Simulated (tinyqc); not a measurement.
Worked calculation: oxide trap near a transistor channel: two-state multiphonon kinetics, telegraph noise and bias instability. Computed by tinyqc, a small Python program that keeps every step. Command: `OMP_NUM_THREADS=1 python tinyqc.py 3003243 3003244 out.jsonl oxidetrap walk`. One thread of a shared host (Intel(R) Xeon(R) Processor @ 2.30GHz), about 0.01 s of CPU time with the checks. Intermediate numbers are printed to about 6 digits and carried at full precision; extremes and crossings named in words are read from the listed rows.

An n-channel device under positive gate bias. The trap is empty (state 1) or holds an electron (state 2); both states are parabolas of equal curvature, and the electron reservoir is taken at the Fermi level of the channel.

Inputs (values chosen for the exercise, with an insulator like SiO2 on silicon):
```
quantity                                  value         unit
insulator constant eps_ox                  3.87            -
insulator thickness t_ox                    2.6           nm
trap depth x from the interface             1.3           nm
tunnel barrier phi_b                       2.95           eV
tunnelling mass m_ox                        0.4          m_0
trap level above E_F at zero field E_t      0.5           eV
relaxation energy E_R                         1           eV
oxide field F                               4.1        MV/cm
attempt rate k_0 at the interface         5e+11          1/s
temperature T                               250            K
channel width W                             100           nm
channel length L                             62           nm
frequency f                                  20           Hz
stress time t_s                           0.007            s
trap density N_t                        7.3e+17  cm^-3 eV^-1
mean capture barrier mu_c                   1.6           eV
spread of the barriers s_c                  0.3           eV
saturation shift dV_max                     110           mV
```

Parts treated: one trap and an ensemble.

Constants: hbar^2/(2 m_0) = 3.80998212 eV angstrom^2; k_B = 8.617333262e-05 eV/K; e = 1.602176634e-19 C; eps_0 = 8.8541878128e-12 F/m.

## Tunnelling factor

kappa = sqrt(2 m_ox phi_b)/hbar = sqrt(m_ox phi_b/(hbar^2/2m_0)); attenuation length lambda = 1/(2 kappa); factor exp(-x/lambda) for a rectangular barrier.

kappa = 5.56518 1/nm

attenuation length lambda = 0.0898443 nm

tunnelling factor = 5.19978e-07

## Barriers and time constants

E_21 = E_t - e F x is the energy of state 2 over state 1; barriers E_c = (E_R + E_21)^2/(4 E_R), E_e = E_c - E_21; tau_c = exp(E_c/k_B T)/(k_0 P), tau_e = exp(E_e/k_B T)/(k_0 P), P the tunnelling factor; occupation f_2 = tau_e/(tau_c + tau_e); 1/tau_0 = 1/tau_c + 1/tau_e.

E_21 = -0.033 eV

capture barrier E_c = 0.233772 eV

emission barrier E_e = 0.266772 eV

capture time tau_c = 0.198466 s

emission time tau_e = 0.918199 s

occupation f_2 = 0.822269

tau_0 = 0.163192 s

The two times are within a factor 30 of each other, so the trap switches between both states and shows as telegraph noise.

## Step height and noise

Charge-sheet step dV = e (t_ox - x)/(eps_ox eps_0 W L); Lorentzian spectrum S(f) = 4 dV^2 tau_0^2/((tau_c + tau_e)(1 + (2 pi f tau_0)^2)); corner 1/(2 pi tau_0); variance dV^2 f_2 (1 - f_2) = dV^2 tau_0/(tau_c + tau_e).

threshold step dV = 0.980398 mV

corner frequency = 0.975260 Hz

S(f) = 2.17516e-10 V^2/Hz

root-mean-square noise = 0.374793 mV

f lies above the corner, on the 1/f^2 tail. Random dopants and current percolation, left out here, spread real steps around this value.

## Stress and recovery of one trap

From the zero-field occupation f(0), f(t) = f_2 + (f(0) - f_2) exp(-t/tau_0) under the field; after t_s the field is removed and f relaxes with the zero-field constants.

occupation at zero field = 8.32614e-11

tau_0 at zero field = 6.99825e-05 s

occupation after stress = 0.0345248

half-time of recovery = 4.85082e-05 s

## Bias dependence of the times

The formulas are those given above.

Against field:
```
F (MV/cm)  E_21 (eV)    tau_c (s)    tau_e (s)          f_2
0.00          0.5000  8.40515e+05  6.99825e-05  8.32614e-11
1.23          0.3401  4.32336e+03  6.02153e-04  1.39279e-07
2.46          0.1802  4.02542e+01  9.37862e-03  2.32931e-04
3.28          0.0736  2.47730e+00  8.13332e-02  3.17878e-02
4.10         -0.0330  1.98466e-01  9.18199e-01  8.22269e-01
4.92         -0.1396  2.06982e-02  1.34941e+01  9.98468e-01
6.15         -0.2995  1.14305e-03  1.24658e+03  9.99999e-01
```

ln(tau_c/tau_e) falls by e x/k_B T = 6.034 per MV/cm, which measures the depth x if the change of surface potential with bias is left aside. Over these rows tau_c shortens by 8.87 decades and tau_e lengthens by 7.25; the shares differ because E_21 is not small against E_R. The times cross at F = E_t/(e x) = 3.85 MV/cm.

## Many traps: 1/f noise

McWhorter number fluctuations for traps uniform in depth and energy: S_V = e^2 k_B T N_t lambda/(W L C_ox^2 f), C_ox = eps_ox eps_0/t_ox. The number of traps within k_B T in energy and one decade in time is N_t k_B T lambda ln(10) W L.

C_ox = 1.31791 microF/cm^2

1/f noise S_V(f) = 1.68404e-09 V^2/Hz

active traps per decade = 0.0201713

With less than one active trap per decade a single device shows separate Lorentzians; 1/f is only the average over many devices. Caution: N_t k_B T lambda ln(10) W L, the number of active traps per decade, is below one, so S_V is only the mean over many devices.

## Many traps: shift under stress

For a normal spread of capture barriers (given for the stress field, with depth and field not resolved, k_0 being taken as the effective rate of the ensemble), traps with barrier below k_B T ln(k_0 t) are filled: dV(t) = (dV_max/2) erfc((mu_c - k_B T ln(k_0 t))/(sqrt(2) s_c)); local exponent n = d ln dV/d ln t (central difference, factor 1.01 in t).

filling front k_B T ln(k_0 t_s) = 0.473437 eV

shift after t_s = 0.00952578 mV

local time exponent n = 0.286728

## Power law or saturation

The extrapolation continues the power law fitted through 10 s and 1000 s.

Against stress time:
```
t (s)      shift (mV)  local exponent  power law (mV)  shift at T + 50 K (mV)
1.00e-03  5.40208e-03        0.296261     7.35099e-03             1.70189e-02
1.00e-01  2.00697e-02        0.273746     2.22333e-02             7.28955e-02
1.00e+01  6.72456e-02        0.251409     6.72456e-02             2.69458e-01
1.00e+03  2.03387e-01        0.229289     2.03387e-01             8.61305e-01
1.00e+05  5.55898e-01        0.207432     6.15151e-01             2.38666e+00
1.00e+07  1.37488e+00        0.185898     1.86055e+00             5.75175e+00
3.00e+08  2.51923e+00        0.170245     4.21344e+00             1.00941e+01
```

The exponent falls from 0.296 to 0.170 as the front climbs the distribution, so the power law overstates the shift at 3e8 s (about ten years) by a factor 1.67. Heating by 50 K raises the shift at 1000 s by a factor 4.23: time and temperature enter only through T ln(k_0 t).

Checks made by the program: detailed balance tau_c/tau_e = exp(E_21/k_B T) (relative difference below 1e-10); the integral of S(f) against the variance (relative difference below 1e-10).
